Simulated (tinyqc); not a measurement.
Superjunction drift layer against a plain one, charge balance: two steps of the calculation.

Alternating n and p pillars of equal width wp, doping N and length Lp. When depleted, the lateral field peaks at Ex = q N wp/(2 eps0 eps_r) at the pillar junctions and a uniform vertical field Ey is added; breakdown is taken where Ex^2 + Ey^2 = Ef^2. Only the n pillars conduct, narrowed by the zero-bias depletion. A first-order model: the field peaks at the pillar ends are left out.

Parameters, values chosen for the exercise; values close to those of silicon:
- eps_r = 11.5 (relative permittivity of the semiconductor)
- mx = 1340 cm^2/(V s) (mobility at low doping)
- mi = 93.4 cm^2/(V s) (mobility at high doping)
- Nr = 1.3e17 cm^-3 (reference doping of the mobility)
- BV = 900 V (wanted breakdown voltage)
- wp = 4 um (width of each pillar)
- Ef = 0.3 MV/cm (critical field inside the pillars)
- a = 0.57 (lateral peak field as a share of Ef)
- Vb = 0.8 V (built-in voltage of the pillar junctions)
- dl = -3.1 % (charge imbalance (Nn - Np)/N)

Constants: q = 1.602176634e-19 C, eps0 = 8.8541878128e-14 F/cm where lengths are in cm. Results are converted to the units shown.

Question 1. Design of the pillars. Ex = a Ef gives N = 2 eps0 eps_r a Ef/(q wp); Ey = Ef sqrt(1 - a^2); Lp = BV/Ey; xd = sqrt(eps0 eps_r Vb/(q N)) on each side; Rsp = 2 Lp/(q mu(N) N (1 - 2 xd/wp)). mu(N) = mi + (mx - mi)/(1 + (N/Nr)^0.9).

Find: N; Ey; Lp; xd; Rsp.

Answer 1.

N = 5.4338e15 cm^-3
Ey = 0.24649 MV/cm
Lp = 36.512 um
xd = 0.30589 um
Rsp = 7.7830 mohm cm^2

The pillars have an aspect ratio of 9.13. Their doping is 25.6 times, and their Rsp 0.0482 times, that of the plain layer.

Question 2. Loss of breakdown voltage by imbalance. An imbalance dl leaves the mean net doping |dl| N/2, which tilts the vertical field by s = q |dl| N/(2 eps0 eps_r): BV(dl) = Ey Lp - s Lp^2/2, or Ey^2/(2 s) if the field reaches zero inside the pillar.

N = 5.4337830e15 cm^-3
Ey = 0.24649341 MV/cm
Lp = 36.512133 um

Wanted: tilt s; BV(dl); loss.

Answer 2.

tilt s = 1.325 kV/(cm um)
BV(dl) = 811.7 V
loss = 9.815 %

Program tinyqc, `OMP_NUM_THREADS=1 python tinyqc.py 2590023 2590024 out.jsonl`; Intel Xeon 2.30GHz, shared host, one thread, about 0.01 s.
